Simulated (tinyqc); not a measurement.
What moves the results: static screening by free carriers. A value that a table varies takes the place of the one given here.

kF = (3 pi^2 n/Mv)^(1/3), EF = c kF^2/m with c = hbar^2/2m0, n in 1/angstrom^3 (1e-24 per 1/cm^3), e2 = e^2/(4 pi eps0). Thomas-Fermi: qTF^2 = 6 pi e2 n/(eps EF). Debye: qD^2 = 4 pi e2 n/(eps kB T).

F_j(eta) = (1/Gamma(j + 1)) integral_0^infinity x^j dx/(1 + exp(x - eta)), which tends to exp(eta) for eta << 0.

At finite T: qs^2 = qD^2 F_-1/2(eta)/F_1/2(eta), where n = Mv N F_1/2(eta) and N = 2 (m kB T/(4 pi c))^(3/2) with c = hbar^2/2m0, in 1/angstrom^3; times 1e24 for 1/cm^3.

Donor in the screened potential -(e2/eps) exp(-qs r)/r with the trial function exp(-r/a): E(a) = c/(m a^2) - (e2/eps) 4/(a (2 + qs a)^2), e2 = e^2/(4 pi eps0), c = hbar^2/2m0; isotropic mass.

Lindhard at zero temperature: eps(q)/eps = 1 + (qTF/q)^2 L(x), x = q/(2 kF), L(x) = 1/2 + ((1 - x^2)/(4x)) ln|(1 + x)/(1 - x)|.

Constants: hbar^2/2m0 = 3.80998211 eV angstrom^2; e^2/(4 pi eps0) = 14.39964547 eV angstrom; kB = 8.617333262e-05 eV/K; a0 (Bohr radius) = 0.5291772105 angstrom.

Values chosen for the exercise (near those of GaAs; the results hold for these values, not for the real material): m = 0.0668 m0 (mass of one isotropic valley); Mv = 1 (valleys); eps = 12.6 (background dielectric constant); T = 400 K; n = 2.3e+18 1/cm^3 (carrier density).

## Screening unbinds the donor

All carriers n are taken as free and screen with qs(T); E(a) is minimised over a; a dash marks no bound state. aB = a0 eps/m.

Donor level:
```
n (1/cm^3)  n^(1/3) aB  qs aB  E (meV)   a/aB
8.0e+12          0.020  0.006    -5.66  1.000
6.0e+13          0.039  0.016    -5.55  1.000
3.0e+14          0.067  0.035    -5.33  1.001
1.0e+15          0.100  0.064    -5.02  1.003
3.0e+15          0.144  0.112    -4.55  1.008
7.0e+15          0.191  0.170    -4.00  1.018
2.0e+16          0.271  0.287    -3.05  1.049
4.0e+16          0.341  0.403    -2.24  1.094
```

aB = 99.8 angstrom

The level rises from -5.66 meV at the lowest density to -2.24 meV at 4e+16 1/cm^3, against -5.72 meV unscreened. It stays bound over this range. This trial function loses binding at qs aB = 1 and the exact Yukawa problem at 1.19; the Mott rule of thumb is n^(1/3) aB = 0.26, which the last bound row of this table passes: the rule belongs to low temperature, and thermal carriers screen more weakly.

## From Debye to Thomas-Fermi

Screening lengths (angstrom):
```
n (1/cm^3)    eta  Debye  Thomas-Fermi  finite T
2.0e+15     -5.81   1095         141.8      1096
1.0e+16     -4.19  489.9         108.5     491.2
7.0e+16     -2.22  185.2         78.41     188.6
3.0e+17     -0.64  89.45         61.53     96.21
1.0e+18      0.92  48.99         50.34     60.19
3.0e+18      3.01  28.29         41.92     44.04
1.0e+19      7.24  15.49         34.30     34.58
4.0e+19     18.48  7.746         27.22     27.25
```

Debye is within 5 % of the finite-T length up to 7e+16 1/cm^3 of the densities listed and Thomas-Fermi from 3e+18 on. The length goes as n^-0.50 at the low end and n^-0.17 at the high end, against the limits -1/2 and -1/6. Both limits give too short a length.

## Static response in three, two and one dimensions

kF = 0.0408366 1/angstrom
qTF = 0.0228235 1/angstrom

x = q/(2 kF). Response over its long-wave value: L3 as above; L2 = 1 for x <= 1 and 1 - sqrt(1 - 1/x^2) beyond; L1 = ln|(1 + x)/(1 - x)|/(2x).

Response:
```
x         L3     L2     L1  eps(q)/eps, Lindhard 3D  Thomas-Fermi
0.100  0.997  1.000  1.003                    8.783         8.809
0.301  0.969  1.000  1.032                    1.835         1.862
0.502  0.911  1.000  1.100                    1.282         1.310
0.703  0.814  1.000  1.242                    1.129         1.158
0.904  0.651  1.000  1.652                    1.062         1.096
0.984  0.539  1.000  2.449                    1.043         1.081
1.025  0.446  0.780  2.144                    1.033         1.074
1.105  0.350  0.575  1.357                    1.022         1.064
1.306  0.227  0.357  0.773                    1.010         1.046
1.607  0.141  0.217  0.453                    1.004         1.030
2.210  0.071  0.108  0.221                    1.001         1.016
```

Next to x = 1 the table has L3 = 0.539 and 0.446, L2 = 1.000 and 0.780, L1 = 2.449 and 2.144: an infinite slope in 3D, a kink in 2D and a logarithmic peak in 1D, where the whole Fermi surface is joined by 2 kF. These features give Friedel oscillations of period pi/kF = 76.9 angstrom at zero temperature; they wash out once kT nears EF, so this table, for T = 0, describes the gas only where EF is well above kT. Thomas-Fermi overstates eps(q) by 2.1 % at x = 0.502 and by 2.6 % at x = 1.607.

## What sets the screening length

All results formed anew. Each row changes one parameter from the base and keeps the others.

Results:
```
case                Debye (angstrom)  Thomas-Fermi (angstrom)  finite T (angstrom)
base                           32.30                    43.81                47.01
n = 4.6e+18 1/cm^3             22.84                    39.03                40.09
m = 0.0868 m0                  32.30                    38.44                43.03
eps = 15.12                    35.39                    48.00                51.49
T = 460 K                      34.64                    43.81                48.00
Mv = 2                         32.30                    34.78                40.63
```

The largest shifts from the base row, up to three for each result and ties (the steps differ in size, so this ranks the rows, not the parameters). Debye (angstrom): n -9.46, eps +3.08, T +2.34; unchanged at the printed digits by m and Mv. Thomas-Fermi (angstrom): Mv -9.04, m -5.38, n -4.78; unchanged at the printed digits by T. finite T (angstrom): n -6.91, Mv -6.37, eps +4.49.

Program tinyqc; command `OMP_NUM_THREADS=1 python tinyqc.py 1650632 1650633 out.jsonl`; about 0.01 s on one thread of a shared Intel(R) Xeon(R) Processor @ 2.30GHz.
